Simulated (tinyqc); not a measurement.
One-dimensional ballistic tunnel FET, two-band WKB: one step of the calculation.

A p-type source for x < 0 with its Fermi level at 0 and its valence edge at ds; in the channel the bands fall as D exp(-x/lam) towards their flat values, with the conduction edge at Ec = ds - dP and D = dP + Eg. The gate moves dP one to one. The drain Fermi level lies at -Vd and the drain side reflects nothing. For w = E - Ec between 0 and dP an electron crosses the gap. Two-band dispersion with equal masses m: inside the gap kappa = sqrt(m u (1 - u/Eg)/C), u the distance from a band edge, C = hbar^2/(2 m0).

Problem. The exponent in closed form. S(w) = 2 lam int_0^Eg kappa(u) du/(w + Eg - u) = 2 pi lam sqrt(m/(C Eg)) [w + Eg/2 - sqrt(w (w + Eg))], T(w) = exp(-S). The common triangular estimate is S = (4/3) lam sqrt(m/C) Eg^1.5/(dP + Eg) for all w.

Parameters, values chosen for the exercise; band and dielectric values close to those of indium phosphide:

| symbol | value | unit | meaning |
|---|---|---|---|
| Eg | 1.35 | eV | band gap |
| m | 0.081 | m0 | band-edge mass of the two-band model |
| lam | 3.9 | nm | screening length of the source junction |
| dP | 0.25 | eV | tunnelling window Ev(source) - Ec(channel) |
| w0 | 0.17 | eV | energy above the channel conduction edge |

Constants: q = 1.602176634e-19 C, hbar = 1.054571817e-34 J s, m0 = 9.1093837015e-31 kg, hbar^2/(2 m0) = 0.0380998212 eV nm^2. Results are converted to the units shown.

Wanted: S(w0); T(w0); triangular S.

Solution.

S(w0) = 10.353
T(w0) = 3.1900e-5
triangular S = 7.4330

Program tinyqc, `OMP_NUM_THREADS=1 python tinyqc.py 2620045 2620046 out.jsonl`; Intel Xeon 2.30GHz, shared host, one thread, about 0.01 s.
